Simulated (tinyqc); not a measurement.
Worked calculation: Raman shift of the zone-centre optical phonon of a diamond-structure crystal under stress. Computed by tinyqc, a small Python program that keeps every step. Command: `OMP_NUM_THREADS=1 python tinyqc.py 3014124 3014125 out.jsonl ramanstress walk`. One thread of a shared host (Intel(R) Xeon(R) Processor @ 2.30GHz), about 0.01 s of CPU time with the checks. Intermediate numbers are printed to about 6 digits and carried at full precision; extremes and crossings named in words are read from the listed rows.

Axes x, y, z are the cube axes. Strain shifts the threefold optical mode and can split it; p, q and r are the phonon deformation potentials.

Inputs (values chosen for the exercise, modelled on diamond): unstrained frequency omega_0 = 1332 1/cm; p/omega_0^2 = -2.95; q/omega_0^2 = -1.81; r/omega_0^2 = -1.83; C11 = 1067 GPa; C12 = 126.6 GPa; C44 = 581.6 GPa; stress sigma (tension positive) = 0.4 GPa; polarisation angle phi = 60 degree; temperature coefficient d omega/dT = -0.011 1/(cm K); local temperature T = 450 K; laser wavelength = 532 nm.

Stress state: biaxial. Axis: [001].

Constants: h = 6.62607015e-34 J s; c = 299792458 m/s; k_B = 1.380649e-23 J/K.

## Compliances

S11 = (C11 + C12)/D, S12 = -C12/D, D = (C11 - C12)(C11 + 2 C12), S44 = 1/C44.

S11 = 0.961405 1/TPa

S12 = -0.101972 1/TPa

S44 = 1.71939 1/TPa

## Stress and strain tensors

Equal biaxial stress in the plane normal to the axis (unit vector n): sigma_ij = sigma (delta_ij - n_i n_j). eps_xx = S11 sigma_xx + S12 (sigma_yy + sigma_zz), and cyclic; eps_xy = S44 sigma_xy/2 (tensor strain).

stress (GPa), rows x, y, z:
$$\begin{pmatrix}
0.4 & 0.0 & 0.0 \\
0.0 & 0.4 & 0.0 \\
0.0 & 0.0 & 0.0
\end{pmatrix}$$

strain (per mille), rows x, y, z:
$$\begin{pmatrix}
0.343773 & 0.000000 & 0.000000 \\
0.000000 & 0.343773 & 0.000000 \\
0.000000 & 0.000000 & -0.081578
\end{pmatrix}$$

volume strain = 0.605969 per mille

## Secular matrix and shifts

Secular matrix: M_xx = p eps_xx + q (eps_yy + eps_zz), M_xy = 2 r eps_xy; its eigenvalues are omega^2 - omega_0^2, and the shifts are these over 2 omega_0.

M/(2 omega_0) (1/cm), rows x, y, z:
$$\begin{pmatrix}
-0.991478 & 0.000000 & 0.000000 \\
0.000000 & -0.991478 & 0.000000 \\
0.000000 & 0.000000 & -0.668534
\end{pmatrix}$$

shifts, in rising order (1/cm): [-0.991478, -0.991478, -0.668534]

The triplet splits into a singlet and a doublet. Tension softens every mode.

## Mean shift and Grueneisen parameter

gamma = -(p + 2q)/(6 omega_0^2); the mean of the three shifts is -gamma omega_0 x (volume strain).

mode Grueneisen parameter gamma = 1.095

mean shift = -0.883830 1/cm

## The line seen from a (001) surface

Backscattering from a (001) surface: incident polarisation (cos phi, sin phi, 0). With Raman tensors (R_z)_xy = (R_z)_yx = 1 and cyclic, only the z component u_z of a mode counts: I = u_z^2 sin^2(2 phi) for parallel and u_z^2 cos^2(2 phi) for crossed polarisers. An unresolved line sits at the intensity-weighted shift, which is M_zz/(2 omega_0).

total intensity, parallel = 0.75

total intensity, crossed = 0.25

shift of the observed line = -0.668534 1/cm

shift per stress = -1.67134 1/(cm GPa)

stress per shift = -598.324 MPa cm

The z-polarised mode is an eigenmode here, so one line is seen.

## The same stress in different states

Uniaxial: sigma n n^T; biaxial: sigma (1 - n n^T); hydrostatic: sigma 1. The line seen from (001) is taken as unresolved, at the intensity-weighted shift M_zz/(2 omega_0).

Shifts (1/cm):
```
state                    lowest    middle   highest  line seen from (001)
uniaxial [100]         -0.65721  -0.33427  -0.33427              -0.33427
uniaxial [110]         -0.91485  -0.33427  -0.07663              -0.33427
uniaxial [001]         -0.65721  -0.33427  -0.33427              -0.65721
uniaxial [111]         -1.00073  -0.16251  -0.16251              -0.44191
biaxial, normal [001]  -0.99148  -0.99148  -0.66853              -0.66853
biaxial, normal [111]  -1.16324  -1.16324  -0.32501              -0.88383
hydrostatic            -1.32574  -1.32574  -1.32574              -1.32574
```

Seen from (001), uniaxial stress along [100] and along [110] give the same shift (-0.334), and equal biaxial stress in the plane gives twice as much (-0.669), since only sigma_xx + sigma_yy and sigma_zz enter M_zz. Stress along [001] gives -0.657. One measured shift therefore fixes the stress only once its state is assumed: read as uniaxial in the plane, a shift implies twice the stress that it does read as biaxial.

## Heating mistaken for stress

A temperature above 300 K shifts the line by (d omega/dT)(T - 300 K); divided by the shift per stress it poses as a stress; the total shift adds it to the shift of the observed line. The anti-Stokes to Stokes ratio is [(omega_L + omega_0)/(omega_L - omega_0)]^3 exp(-h c omega_0/(k_B T)) in photon counts, omega_L = 1/wavelength, resonance effects left out.

thermal shift = -1.65 1/cm

apparent stress from heating = 0.987235 GPa

total shift = -2.31853 1/cm

anti-Stokes/Stokes ratio = 0.0216469

Heating poses as tension, 247 % of the true stress in size; the intensity ratio gives T apart from the shift.

Checks made by the program: mean of the eigenvalues against the trace rule (relative difference below 1e-10); weighted mean of the modes against M_zz (relative difference below 1e-10).
